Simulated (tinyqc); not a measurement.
RHF in the sto-6g basis, for BeH2, spin multiplicity 1, step by step (part 1 of 2). Computed by tinyqc, a small Python program that keeps every step (integrals from PySCF). Settings: charge = 0, multiplicity = 1, basis = sto-6g, energy threshold = 1e-08, iteration cap = 81, orthogonalisation = symmetric, start = random, DIIS depth = 3, damping = 0.2, method = RHF. Command: `OMP_NUM_THREADS=1 python tinyqc.py 21319 21320 out.jsonl` (the two numbers bound the seeds that draw the settings). One thread of a shared host (Intel(R) Xeon(R) Processor @ 2.60GHz), about 0.1 s of CPU time with the checks. Later iterations appear only in the table of the cycle.

## One-electron integrals

Geometry (angstrom):
```
atom         x          y         z
Be    0.000000   0.000000  0.000000
H     0.000000   1.321000  0.000000
H     0.000000  -1.321000  0.000000
```

Basis sto-6g: exponents (1/bohr^2) and contraction coefficients of normalised primitives:
```
element  l (shell)    exponent  coefficient
Be           s (1)  312.870494     0.009164
Be           s (1)   57.364463     0.049361
Be           s (1)   16.048509     0.168538
Be           s (1)    5.513096     0.370563
Be           s (1)    2.140897     0.416492
Be           s (1)    0.881739     0.130334
Be           s (2)   13.633247    -0.013253
Be           s (2)    2.698375    -0.046992
Be           s (2)    0.838653    -0.033785
Be           s (2)    0.322660     0.250242
Be           s (2)    0.140131     0.595117
Be           s (2)    0.064233     0.240706
Be           p (3)   13.633247     0.003760
Be           p (3)    2.698375     0.037679
Be           p (3)    0.838653     0.173897
Be           p (3)    0.322660     0.418036
Be           p (3)    0.140131     0.425860
Be           p (3)    0.064233     0.101708
H            s (1)   35.523221     0.009164
H            s (1)    6.513144     0.049361
H            s (1)    1.822143     0.168538
H            s (1)    0.625955     0.370563
H            s (1)    0.243077     0.416492
H            s (1)    0.100112     0.130334
```

Overlap, kinetic and nuclear-attraction integrals over the contracted functions; the nuclear repulsion is the sum of Za Zb / Rab.

nuclear repulsion = 3.40500098 hartree

overlap S:
```
           1Be 1s    1Be 2s   1Be 2px    1Be 2py   1Be 2pz     2H 1s      3H 1s
1Be 1s   1.000000  0.254764  0.000000   0.000000  0.000000  0.075164   0.075164
1Be 2s   0.254764  1.000000  0.000000   0.000000  0.000000  0.468356   0.468356
1Be 2px  0.000000  0.000000  1.000000   0.000000  0.000000  0.000000   0.000000
1Be 2py  0.000000  0.000000  0.000000   1.000000  0.000000  0.530367  -0.530367
1Be 2pz  0.000000  0.000000  0.000000   0.000000  1.000000  0.000000   0.000000
2H 1s    0.075164  0.468356  0.000000   0.530367  0.000000  1.000000   0.040900
3H 1s    0.075164  0.468356  0.000000  -0.530367  0.000000  0.040900   1.000000
```

kinetic energy T (hartree):
```
            1Be 1s     1Be 2s   1Be 2px    1Be 2py   1Be 2pz      2H 1s      3H 1s
1Be 1s    6.768753  -0.207382  0.000000   0.000000  0.000000  -0.013839  -0.013839
1Be 2s   -0.207382   0.220121  0.000000   0.000000  0.000000   0.071931   0.071931
1Be 2px   0.000000   0.000000  0.661265   0.000000  0.000000   0.000000   0.000000
1Be 2py   0.000000   0.000000  0.000000   0.661265  0.000000   0.199260  -0.199260
1Be 2pz   0.000000   0.000000  0.000000   0.000000  0.661265   0.000000   0.000000
2H 1s    -0.013839   0.071931  0.000000   0.199260  0.000000   0.768522  -0.008765
3H 1s    -0.013839   0.071931  0.000000  -0.199260  0.000000  -0.008765   0.768522
```

nuclear attraction V (hartree):
```
             1Be 1s     1Be 2s    1Be 2px    1Be 2py    1Be 2pz      2H 1s      3H 1s
1Be 1s   -15.515968  -1.854824   0.000000   0.000000   0.000000  -0.601298  -0.601298
1Be 2s    -1.854824  -3.046148   0.000000   0.000000   0.000000  -1.395844  -1.395844
1Be 2px    0.000000   0.000000  -2.967330   0.000000   0.000000   0.000000   0.000000
1Be 2py    0.000000   0.000000   0.000000  -3.203470   0.000000  -1.552288   1.552288
1Be 2pz    0.000000   0.000000   0.000000   0.000000  -2.967330   0.000000   0.000000
2H 1s     -0.601298  -1.395844   0.000000  -1.552288   0.000000  -3.028755  -0.138218
3H 1s     -0.601298  -1.395844   0.000000   1.552288   0.000000  -0.138218  -3.028755
```

core Hamiltonian H = T + V (hartree):
```
            1Be 1s     1Be 2s    1Be 2px    1Be 2py    1Be 2pz      2H 1s      3H 1s
1Be 1s   -8.747215  -2.062206   0.000000   0.000000   0.000000  -0.615136  -0.615136
1Be 2s   -2.062206  -2.826026   0.000000   0.000000   0.000000  -1.323913  -1.323913
1Be 2px   0.000000   0.000000  -2.306065   0.000000   0.000000   0.000000   0.000000
1Be 2py   0.000000   0.000000   0.000000  -2.542204   0.000000  -1.353028   1.353028
1Be 2pz   0.000000   0.000000   0.000000   0.000000  -2.306065   0.000000   0.000000
2H 1s    -0.615136  -1.323913   0.000000  -1.353028   0.000000  -2.260233  -0.146983
3H 1s    -0.615136  -1.323913   0.000000   1.353028   0.000000  -0.146983  -2.260233
```

## Two-electron integrals

Functions are numbered as in S; the eight-fold symmetry (ij|kl) = (ji|kl) = (kl|ij) leaves the list below.

Two-electron integrals (ij|kl) in chemists' order, unique and non-zero (hartree):
```
(11|11) 2.299996    (21|11) 0.361879    (21|21) 0.071926    (22|11) 0.570332
(22|21) 0.139654    (22|22) 0.417773    (31|31) 0.015252    (32|31) 0.022555
(32|32) 0.092340    (33|11) 0.570332    (33|21) 0.139654    (33|22) 0.417773
(33|33) 0.450117    (41|41) 0.015252    (42|41) 0.022555    (42|42) 0.092340
(43|43) 0.024258    (44|11) 0.570332    (44|21) 0.139654    (44|22) 0.417773
(44|33) 0.401601    (44|44) 0.450117    (51|51) 0.015252    (52|51) 0.022555
(52|52) 0.092340    (53|53) 0.024258    (54|54) 0.024258    (55|11) 0.570332
(55|21) 0.139654    (55|22) 0.417773    (55|33) 0.401601    (55|44) 0.401601
(55|55) 0.450117    (61|11) 0.110491    (61|21) 0.021285    (61|22) 0.041014
(61|33) 0.040679    (61|41) 0.002098    (61|42) 0.004015    (61|44) 0.041686
(61|55) 0.040679    (61|61) 0.006660    (62|11) 0.231989    (62|21) 0.057510
(62|22) 0.183517    (62|33) 0.176997    (62|41) 0.008050    (62|42) 0.044854
(62|44) 0.196556    (62|55) 0.176997    (62|61) 0.018687    (62|62) 0.114190
(63|31) 0.005956    (63|32) 0.026056    (63|43) 0.008081    (63|63) 0.011411
(64|11) 0.238645    (64|21) 0.059987    (64|22) 0.200308    (64|33) 0.188591
(64|41) 0.013159    (64|42) 0.070320    (64|44) 0.223744    (64|55) 0.188591
(64|61) 0.020577    (64|62) 0.142566    (64|64) 0.185229    (65|51) 0.005956
(65|52) 0.026056    (65|54) 0.008081    (65|65) 0.011411    (66|11) 0.396579
(66|21) 0.100390    (66|22) 0.354804    (66|33) 0.329215    (66|41) 0.017655
(66|42) 0.122149    (66|44) 0.405982    (66|55) 0.329215    (66|61) 0.033977
(66|62) 0.273220    (66|64) 0.363881    (66|66) 0.774999    (71|11) 0.110491
(71|21) 0.021285    (71|22) 0.041014    (71|33) 0.040679    (71|41) -0.002098
(71|42) -0.004015   (71|44) 0.041686    (71|55) 0.040679    (71|61) 0.006037
(71|62) 0.015538    (71|64) 0.015475    (71|66) 0.026570    (71|71) 0.006660
(72|11) 0.231989    (72|21) 0.057510    (72|22) 0.183517    (72|33) 0.176997
(72|41) -0.008050   (72|42) -0.044854   (72|44) 0.196556    (72|55) 0.176997
(72|61) 0.015538    (72|62) 0.063035    (72|64) 0.061766    (72|66) 0.112498
(72|71) 0.018687    (72|72) 0.114190    (73|31) 0.005956    (73|32) 0.026056
(73|43) -0.008081   (73|63) 0.005170    (73|73) 0.011411    (74|11) -0.238645
(74|21) -0.059987   (74|22) -0.200308   (74|33) -0.188591   (74|41) 0.013159
(74|42) 0.070320    (74|44) -0.223744   (74|55) -0.188591   (74|61) -0.015475
(74|62) -0.061766   (74|64) -0.057193   (74|66) -0.107314   (74|71) -0.020577
(74|72) -0.142566   (74|74) 0.185229    (75|51) 0.005956    (75|52) 0.026056
(75|54) -0.008081   (75|65) 0.005170    (75|75) 0.011411    (76|11) 0.024870
(76|21) 0.005989    (76|22) 0.017506    (76|33) 0.017180    (76|44) 0.018159
(76|55) 0.017180    (76|61) 0.001771    (76|62) 0.007989    (76|64) 0.008927
(76|66) 0.016176    (76|71) 0.001771    (76|72) 0.007989    (76|74) -0.008927
(76|76) 0.000750    (77|11) 0.396579    (77|21) 0.100390    (77|22) 0.354804
(77|33) 0.329215    (77|41) -0.017655   (77|42) -0.122149   (77|44) 0.405982
(77|55) 0.329215    (77|61) 0.026570    (77|62) 0.112498    (77|64) 0.107314
(77|66) 0.200229    (77|71) 0.033977    (77|72) 0.273220    (77|74) -0.363881
(77|76) 0.016176    (77|77) 0.774999
```

## Orthogonalisation

S = U s U^T; symmetric (Loewdin) form X = U s^(-1/2) U^T, so that X^T S X = 1.

eigenvalues of S: 0.229219  0.338452  0.934602  1.000000  1.000000  1.729881  1.767845

X:
```
            1Be 1s     1Be 2s   1Be 2px    1Be 2py   1Be 2pz      2H 1s      3H 1s
1Be 1s    1.026956  -0.147780  0.000000   0.000000  0.000000   0.013945   0.013945
1Be 2s   -0.147780   1.268989  0.000000   0.000000  0.000000  -0.323282  -0.323282
1Be 2px   0.000000   0.000000  1.000000   0.000000  0.000000   0.000000   0.000000
1Be 2py   0.000000   0.000000  0.000000   1.406401  0.000000  -0.469480   0.469480
1Be 2pz   0.000000   0.000000  0.000000   0.000000  1.000000   0.000000   0.000000
2H 1s     0.013945  -0.323282  0.000000  -0.469480  0.000000   1.326031  -0.116575
3H 1s     0.013945  -0.323282  0.000000   0.469480  0.000000  -0.116575   1.326031
```

## Starting guess

The start is random orthonormal orbitals; D = 2 C_occ C_occ^T.

D at the start:
```
            1Be 1s     1Be 2s    1Be 2px    1Be 2py    1Be 2pz      2H 1s      3H 1s
1Be 1s    1.188225   0.329671   0.519863  -0.676388   0.550178   0.119697  -0.518372
1Be 2s    0.329671   1.259437  -0.492200   0.873768   0.524227  -0.602251  -0.659279
1Be 2px   0.519863  -0.492200   0.769900  -0.867858  -0.069229   0.126755  -0.450598
1Be 2py  -0.676388   0.873768  -0.867858   1.349852   0.020959  -0.654598  -0.190001
1Be 2pz   0.550178   0.524227  -0.069229   0.020959   0.431984   0.002583  -0.126818
2H 1s     0.119697  -0.602251   0.126755  -0.654598   0.002583   0.735601   0.929531
3H 1s    -0.518372  -0.659279  -0.450598  -0.190001  -0.126818   0.929531   1.755425
```

## Iteration 1: building the Fock matrix

J_ij = sum D_kl (ij|kl), K_ij = sum D_kl (ik|jl); F = H + J - 0.5 K; E = tr D H + tr D J / 2 - 0.25 tr D K + E_nn.

Coulomb J (hartree):
```
            1Be 1s     1Be 2s    1Be 2px    1Be 2py    1Be 2pz      2H 1s      3H 1s
1Be 1s    5.284101   1.053060  -0.010203  -0.017855   0.038950   0.312526   0.319185
1Be 2s    1.053060   2.596485  -0.084324  -0.102259   0.115158   1.108094   1.263645
1Be 2px  -0.010203  -0.084324   2.555826  -0.032773  -0.003359  -0.035250  -0.014403
1Be 2py  -0.017855  -0.102259  -0.032773   2.694197   0.003108   1.196761  -1.448796
1Be 2pz   0.038950   0.115158  -0.003359   0.003108   2.539432   0.032959   0.030666
2H 1s     0.312526   1.108094  -0.035250   1.196761   0.032959   2.136736   0.112533
3H 1s     0.319185   1.263645  -0.014403  -1.448796   0.030666   0.112533   2.749355
```

exchange K (hartree):
```
            1Be 1s     1Be 2s    1Be 2px    1Be 2py    1Be 2pz      2H 1s      3H 1s
1Be 1s    2.985080   0.719732   0.209482  -0.164396   0.401416   0.181568   0.223411
1Be 2s    0.719732   0.790407  -0.232509   0.022603   0.331432   0.395589   0.515576
1Be 2px   0.209482  -0.232509   0.499095  -0.256036  -0.029482  -0.213277  -0.055668
1Be 2py  -0.164396   0.022603  -0.256036   0.745305   0.034375   0.245638  -0.647135
1Be 2pz   0.401416   0.331432  -0.029482   0.034375   0.355190   0.134271   0.084841
2H 1s     0.181568   0.395589  -0.213277   0.245638   0.134271   0.437464   0.135344
3H 1s     0.223411   0.515576  -0.055668  -0.647135   0.084841   0.135344   1.342852
```

Fock matrix F (hartree):
```
            1Be 1s     1Be 2s    1Be 2px    1Be 2py    1Be 2pz      2H 1s      3H 1s
1Be 1s   -4.955654  -1.369012  -0.114944   0.064343  -0.161758  -0.393395  -0.407657
1Be 2s   -1.369012  -0.624744   0.031930  -0.113560  -0.050558  -0.413613  -0.318056
1Be 2px  -0.114944   0.031930   0.000214   0.095245   0.011382   0.071389   0.013431
1Be 2py   0.064343  -0.113560   0.095245  -0.220660  -0.014079  -0.279085   0.227799
1Be 2pz  -0.161758  -0.050558   0.011382  -0.014079   0.055772  -0.034177  -0.011755
2H 1s    -0.393395  -0.413613   0.071389  -0.279085  -0.034177  -0.342229  -0.102121
3H 1s    -0.407657  -0.318056   0.013431   0.227799  -0.011755  -0.102121  -0.182304
```

total energy of this density = -11.71784854 hartree

This density is the starting one.

## Iteration 1: diagonalisation and new density

Diagonalise F' = X^T F X, C = X C', fill 3 alpha and 3 beta electrons from the bottom; D = 2 C_occ C_occ^T; the new density keeps 0.2 of the old one (damping). Each column has its largest component positive (the first on a tie).

F' = X^T F X (hartree):
```
           1          2          3          4          5          6          7
1  -4.844608  -0.721761  -0.121578   0.103068  -0.159287  -0.098005  -0.059158
2  -0.721761  -0.153190   0.030084  -0.159080  -0.025404  -0.230754  -0.256036
3  -0.121578   0.030084   0.000214   0.106743   0.011382   0.036457   0.042278
4   0.103068  -0.159080   0.106743   0.162315  -0.009274  -0.331686   0.411851
5  -0.159287  -0.025404   0.011382  -0.009274   0.055772  -0.023250  -0.004124
6  -0.098005  -0.230754   0.036457  -0.331686  -0.023250  -0.020687  -0.175878
7  -0.059158  -0.256036   0.042278   0.411851  -0.004124  -0.175878   0.181026
```

orbital energies (hartree): MO1 -4.967686, MO2 -0.485308, MO3 -0.257774, MO4 0.017787, MO5 0.063371, MO6 0.210016, MO7 0.800437

coefficients C:
```
               MO1        MO2        MO3        MO4        MO5        MO6        MO7
1Be 1s    0.992343  -0.170313  -0.115750  -0.046965  -0.023551  -0.203080   0.075610
1Be 2s    0.029099   0.486810   0.196073   0.089250  -0.087473   1.184954  -0.381034
1Be 2px   0.023144  -0.215723   0.053589   0.943598   0.220081   0.053755   0.091400
1Be 2py  -0.024474   0.378284  -0.486461  -0.025842  -0.059346   0.366485   1.378384
1Be 2pz   0.032119   0.039317  -0.021855  -0.221225   0.970767   0.074933  -0.000207
2H 1s     0.004983   0.444317   0.075177   0.207255   0.117339  -1.123701  -0.757987
3H 1s    -0.017509   0.105856   0.582532  -0.110420   0.015773  -0.405003   1.252893
```

D after iteration 1:
```
            1Be 1s     1Be 2s    1Be 2px    1Be 2py    1Be 2pz      2H 1s      3H 1s
1Be 1s    1.881082  -0.056834   0.189580  -0.187127   0.154365  -0.103149  -0.268205
1Be 2s   -0.056834   0.693928  -0.248577   0.315647   0.130109   0.249443   0.132529
1Be 2px   0.189580  -0.248577   0.233890  -0.346755  -0.028101  -0.121378  -0.077358
1Be 2py  -0.187127   0.315647  -0.346755   0.878517   0.043741   0.079297  -0.426651
1Be 2pz   0.154365   0.130109  -0.028101   0.043741   0.091285   0.026095  -0.039974
2H 1s    -0.103149   0.249443  -0.121378   0.079297   0.026095   0.472070   0.331089
3H 1s    -0.268205   0.132529  -0.077358  -0.426651  -0.039974   0.331089   0.912454
```

## Iteration 2: building the Fock matrix

As before.

Coulomb J (hartree):
```
            1Be 1s     1Be 2s    1Be 2px    1Be 2py    1Be 2pz      2H 1s      3H 1s
1Be 1s    6.269811   1.169343  -0.007798  -0.005811   0.010412   0.352237   0.354602
1Be 2s    1.169343   2.664994  -0.047712  -0.040978   0.030268   1.186456   1.249759
1Be 2px  -0.007798  -0.047712   2.604643  -0.017535  -0.001363  -0.019870  -0.008111
1Be 2py  -0.005811  -0.040978  -0.017535   2.792616   0.003190   1.307184  -1.409607
1Be 2pz   0.010412   0.030268  -0.001363   0.003190   2.597725   0.009508   0.007270
2H 1s     0.352237   1.186456  -0.019870   1.307184   0.009508   2.368422   0.116502
3H 1s     0.354602   1.249759  -0.008111  -1.409607   0.007270   0.116502   2.618744
```

exchange K (hartree):
```
            1Be 1s     1Be 2s    1Be 2px    1Be 2py    1Be 2pz      2H 1s      3H 1s
1Be 1s    4.303157   0.754126   0.061426  -0.039271   0.110851   0.229420   0.236546
1Be 2s    0.754126   0.863189  -0.136404   0.015071   0.088591   0.577848   0.615723
1Be 2px   0.061426  -0.136404   0.261888  -0.156326  -0.011967  -0.152904  -0.002499
1Be 2py  -0.039271   0.015071  -0.156326   0.982460   0.031621   0.560197  -0.721190
1Be 2pz   0.110851   0.088591  -0.011967   0.031621   0.201158   0.050216   0.011982
2H 1s     0.229420   0.577848  -0.152904   0.560197   0.050216   0.896186   0.079425
3H 1s     0.236546   0.615723  -0.002499  -0.721190   0.011982   0.079425   1.258895
```

Fock matrix F (hartree):
```
            1Be 1s     1Be 2s    1Be 2px    1Be 2py    1Be 2pz      2H 1s      3H 1s
1Be 1s   -4.628983  -1.269927  -0.038511   0.013824  -0.045013  -0.377610  -0.378808
1Be 2s   -1.269927  -0.592626   0.020491  -0.048513  -0.014027  -0.426381  -0.382015
1Be 2px  -0.038511   0.020491   0.167635   0.060629   0.004620   0.056582  -0.006862
1Be 2py   0.013824  -0.048513   0.060629  -0.240818  -0.012621  -0.325942   0.304016
1Be 2pz  -0.045013  -0.014027   0.004620  -0.012621   0.191081  -0.015600   0.001278
2H 1s    -0.377610  -0.426381   0.056582  -0.325942  -0.015600  -0.339904  -0.070194
3H 1s    -0.378808  -0.382015  -0.006862   0.304016   0.001278  -0.070194  -0.270936
```

total energy of this density = -14.78351681 hartree

This density is a damped mixture and is not idempotent.

## Iteration 2: DIIS over 2 matrices

error matrix X^T (FDS - SDF) X:
```
           1          2          3          4          5          6          7
1   0.000000  -0.416224  -0.457179   0.352256  -0.815021  -0.101024   0.278699
2   0.416224   0.000000   0.035639   0.127031  -0.146996   0.070900  -0.125069
3   0.457179  -0.035639   0.000000  -0.033723   0.000000  -0.189584   0.030086
4  -0.352256  -0.127031   0.033723   0.000000  -0.025878   0.239544  -0.054102
5   0.815021   0.146996   0.000000   0.025878   0.000000   0.076235   0.044337
6   0.101024  -0.070900   0.189584  -0.239544  -0.076235   0.000000   0.069635
7  -0.278699   0.125069  -0.030086   0.054102  -0.044337  -0.069635   0.000000
```

B (overlaps of the stored error matrices):
```
               1              2
1  4.3835495e+01  1.0916353e+01
2  1.0916353e+01  2.8595007e+00
```

Minimise |sum c_i e_i|^2 with sum c_i = 1: solve [B -1; -1 0][c; lambda] = [0; -1] with B_ij = tr e_i^T e_j, and take F = sum c_i F_i.

DIIS coefficients: -0.324059  1.324059

extrapolated F (hartree):
```
            1Be 1s     1Be 2s    1Be 2px    1Be 2py    1Be 2pz      2H 1s      3H 1s
1Be 1s   -4.523122  -1.237817  -0.013742  -0.002547  -0.007181  -0.372495  -0.369459
1Be 2s   -1.237817  -0.582218   0.016784  -0.027435  -0.002189  -0.430519  -0.402742
1Be 2px  -0.013742   0.016784   0.221889   0.049411   0.002429   0.051784  -0.013438
1Be 2py  -0.002547  -0.027435   0.049411  -0.247350  -0.012148  -0.341126   0.328715
1Be 2pz  -0.007181  -0.002189   0.002429  -0.012148   0.234929  -0.009579   0.005502
2H 1s    -0.372495  -0.430519   0.051784  -0.341126  -0.009579  -0.339151  -0.059847
3H 1s    -0.369459  -0.402742  -0.013438   0.328715   0.005502  -0.059847  -0.299658
```
